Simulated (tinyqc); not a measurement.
Strain-driven roughening and islands of a mismatched epitaxial film. Which input was changed? Computed by tinyqc, a small Python program. Command: `OMP_NUM_THREADS=1 python tinyqc.py 3023979 3023980 out.jsonl island which`. One thread of a shared host (Intel(R) Xeon(R) Processor @ 2.30GHz), about 0.06 s of CPU time with the checks.

Film and substrate share isotropic elastic constants; the film is coherent and biaxially strained.

Inputs (values chosen for the exercise, modelled on Si(0.5)Ge(0.5) on Si):

| quantity | value | unit |
|---|---|---|
| misfit \|f\| | 0.0207 | - |
| shear modulus G | 55.8 | GPa |
| Poisson ratio nu | 0.26 | - |
| surface energy gamma | 1.19 | J/m^2 |
| contact angle of the shallow shape theta_1 | 10.5 | degrees |
| contact angle of the steep shape theta_2 | 29.2 | degrees |
| facet energy of shape 1 over gamma | 1.003 | - |
| facet energy of shape 2 over gamma | 1.042 | - |
| wetting energy gamma_s - gamma | 0.34 | J/m^2 |
| decay length of wetting delta | 0.31 | nm |
| surface mobility D_s nu_s Omega^2/(k_B T) | 8.4e-32 | m^6/(J s) |
| island volume V | 790 | nm^3 |

Transport: surface diffusion.

Constants: e = 1.602176634e-19 C.

Method:
- M = 2 G (1 + nu)/(1 - nu); stress = M f; energy density w = M f^2.
- A ripple A cos(k x) has the surface chemical potential per volume [gamma k^2 - 2 (1 + nu) w k] A cos(k x), so k_c = 2 (1 + nu) w/gamma. With surface diffusion the amplitude grows at the rate q = B k^2 [2 (1 + nu) w k - gamma k^2], fastest at k_m = (3/4) k_c. B is the surface mobility.
- The surface energy depends on thickness as gamma + (gamma_s - gamma) exp(-h/delta). Its curvature adds W2 = (gamma_s - gamma) exp(-h/delta)/delta^2 to the restoring terms; the flat film is stable while W2 > (1 + nu)^2 w^2/gamma, which gives h_c = delta ln[(gamma_s - gamma) gamma/(delta^2 (1 + nu)^2 w^2)], or 0 if negative.
- Shallow faceted island (Tersoff form): E = 4 Gam V^(2/3) tan^(1/3)(theta) - 6 c V tan(theta), Gam = gamma [x/sin(theta) - 1/tan(theta)], x the facet energy over gamma, c = stress^2 (1 - nu)/(2 pi G).
- The barrier is the maximum of E, at V_c = [4 Gam/(9 c)]^3 / tan^2(theta) (1 GPa nm = 1 J/m^2).
- The two energies cross at V_x^(1/3) = 4 [Gam_2 t2^(1/3) - Gam_1 t1^(1/3)]/(6 c (t2 - t1)), t = tan(theta); mu = dE/dV.

Question. One of these inputs alone was changed, within the range given: surface energy gamma (0.595 to 2.38); contact angle of the shallow shape theta_1 (5.25 to 18); contact angle of the steep shape theta_2 (19 to 45); surface mobility D_s nu_s Omega^2/(k_B T) (4.2e-32 to 1.68e-31). Which one, and to what value?

Results:

| run | growth time 1/q at k_m (s) | wetting-layer thickness h_c (nm) | crossing volume V_x (nm^3) |
|---|---|---|---|
| before | 0.1073151 | 1.857364 | 3079.216 |
| after | 0.0858521 | 1.857364 | 3079.216 |

Answer.

Each candidate set to reproduce growth time 1/q at k_m, and what it then gives:

| candidate | range searched | value needed | wetting-layer thickness h_c (nm) | crossing volume V_x (nm^3) |
|---|---|---|---|---|
| surface energy gamma (J/m^2) | 0.595 to 2.38 | 1.105 | 1.8343 | 2463.4 |
| contact angle of the shallow shape theta_1 (degrees) | 5.25 to 18 | no effect | - | - |
| contact angle of the steep shape theta_2 (degrees) | 19 to 45 | no effect | - | - |
| surface mobility D_s nu_s Omega^2/(k_B T) (m^6/(J s)) | 4.2e-32 to 1.68e-31 | 1.050e-31 | 1.8574 | 3079.2 |

Only surface mobility D_s nu_s Omega^2/(k_B T) fits every result: it went from 8.4e-32 to 1.05e-31 m^6/(J s). The next best candidate, surface energy gamma, misses one result by 20 %.

Caution: the shallow-slope form overstates the relaxation of facets steeper than about 25 degrees.
